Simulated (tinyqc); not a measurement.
# Worked calculation: a square-lattice strip 2 sites wide in a magnetic flux, recursive Green functions

Computed by the program tinyqc: `OMP_NUM_THREADS=1 python tinyqc.py 2660003 2660004 out.jsonl`, one thread of a shared Intel Xeon 2.30GHz, about 0.01 s for the whole run. Printed values are rounded.

The device has N = 4 slices of 2 site(s), nearest-neighbour hopping -t, and site energies U; the leads are semi-infinite continuations with site energy 0 and no flux. The hopping from slice i to i + 1 inside the device carries the phase exp(2 pi i f j) on row j = 1, 2, ...: V = <i+1|H|i> = -t diag(exp(2 pi i f j)).

Values chosen for this exercise: hopping (matrix element -t) t = 1 eV; site energies, slice by slice (2 a slice) U = [-0.48, 0.49, -1.24, 0.92, 0.63, -0.35, 0.21, -0.29] eV; energy E = -0.66 eV; magnetic flux through each plaquette inside the device f = 0.18 h/q.

## Self-energy of the leads

Transverse modes n = 1..2: chi_n(j) = sqrt(2/3) sin(pi n j/3), energy e_n = -2 t cos(pi n/3). Sigma = t^2 sum_n chi_n chi_n^T g(E - e_n), g(x) = (x - i sqrt(4 t^2 - x^2))/(2 t^2) for |x| < 2 t and (x - sign(x) sqrt(x^2 - 4 t^2))/(2 t^2) otherwise; Gamma = i (Sigma - Sigma^dagger); both leads give the same.

Sigma (eV):

|  | 1 | 2 |
|---|---|---|
| 1 | -0.3300000-0.7716037i | 0.5000000-0.2138403i |
| 2 | 0.5000000-0.2138403i | -0.3300000-0.7716037i |

Gamma (eV):

|  | 1 | 2 |
|---|---|---|
| 1 | 1.543207 | 0.427681 |
| 2 | 0.427681 | 1.543207 |

open modes = 2

## Hopping between slices

V = -t diag(exp(2 pi i f j)), j = 1, 2, ...

V (eV):

|  | 1 | 2 |
|---|---|---|
| 1 | -0.4257793-0.9048271i | 0.0000000+0.0000000i |
| 2 | 0.0000000+0.0000000i | 0.6374240-0.7705132i |

## Slice 1

Forward pass: g_1 = (E - H_1 - Sigma)^(-1), g_i = (E - H_i - V g_(i-1) V^dagger)^(-1), with Sigma also subtracted on the last slice; G_(i,1) = g_i V G_(i-1,1), starting from g_1. H_i is the block of slice i: its site energies on the diagonal and -t between neighbouring rows.

g_1 (1/eV):

|  | 1 | 2 |
|---|---|---|
| 1 | 0.1390748-0.9464550i | 0.4458036-0.1213463i |
| 2 | 0.4458036-0.1213463i | -0.5069400-0.4347551i |

## Slice 2

As before.

g_2 (1/eV):

|  | 1 | 2 |
|---|---|---|
| 1 | 0.4133067-0.4578282i | 0.5467622+0.0042729i |
| 2 | 0.2539730-0.3313934i | -0.4313567-0.3511851i |

G_(2,1) (1/eV):

|  | 1 | 2 |
|---|---|---|
| 1 | -0.1454895+0.3044409i | -0.6451736+0.0510420i |
| 2 | -0.3707333+0.4883839i | 0.1310903+0.1921362i |

## Slice 3

As before.

g_3 (1/eV):

|  | 1 | 2 |
|---|---|---|
| 1 | -0.280612-0.157612i | 0.777875-0.119915i |
| 2 | 0.332352-0.398001i | 0.839671-1.276328i |

G_(3,1) (1/eV):

|  | 1 | 2 |
|---|---|---|
| 1 | 0.0861170+0.3938285i | 0.1812721-0.2193651i |
| 2 | 0.9924103+0.1889569i | 0.5522068-0.2184963i |

## Slice 4

As before.

g_4 (1/eV):

|  | 1 | 2 |
|---|---|---|
| 1 | -0.317525-1.011667i | 0.400398+0.263570i |
| 2 | 0.025014+0.030302i | -0.194496-0.415700i |

G_(4,1) (1/eV):

|  | 1 | 2 |
|---|---|---|
| 1 | 0.1314022-0.2982633i | 0.2384697+0.1235816i |
| 2 | -0.4037164-0.1946481i | -0.2752420+0.0233859i |

## Transmission and its channels

T(E) = Tr[Gamma G_(N,1) Gamma G_(N,1)^dagger]. The non-zero eigenvalues T_n of the matrix under the trace are the channel transmissions; Fano factor sum T_n (1 - T_n)/sum T_n.

T(E) = 1.082241
T_n: [0.8942046, 0.1880366]
Fano factor = 0.2284903

With 2 open mode(s) in the leads T(E) cannot exceed 2. Inverting the whole matrix gives the same value.
